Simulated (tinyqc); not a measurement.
Hot electrons in a saturated n-channel MOSFET, lucky-electron model: one step of the calculation.

Beyond pinch-off the lateral field grows as Esat cosh(y/l) over the velocity-saturated region (pseudo-two-dimensional model). Impact ionisation in this region gives the substrate current, which biases the body forward through Rsub. Currents are per width. Local-field laws: they overstate ionisation when the field peak is narrower than an energy relaxation length.

Task. Gate current, lifetime and channel shortening. Ig = Cg Id exp(-pb/(lm Em)); lifetime tau = (Hl/Id)(Isub/Id)^(-m); length of the saturated region dL = l ln[(dV/l + Em)/Esat]. 1 year = 3.15576e7 s.

Parameters, values chosen for the exercise; values close to those of silicon n-channel devices:
- lm = 8.8 nm (hot-electron mean free path)
- pb = 3.2 V (oxide barrier)
- Cg = 0.0036 (prefactor of the gate current)
- m = 2.8 (lifetime exponent)
- Hl = 21000 s uA/um (lifetime constant)

Id = 65.584035 uA/um
dV = 1.8587761 V
Em = 0.38232363 MV/cm
Isub = 1.4105070 uA/um
l = 49.416596 nm
Esat = 0.068461538 MV/cm

Give: Isub/Id; Ig; tau; dL.

Result.

Isub/Id = 0.021507
Ig = 17.476 pA/um
tau = 0.47326 years
dL = 118.85 nm

The lifetime misses ten years.

Program tinyqc, `OMP_NUM_THREADS=1 python tinyqc.py 2550072 2550073 out.jsonl`; Intel Xeon 2.30GHz, shared host, one thread, about 0.01 s.
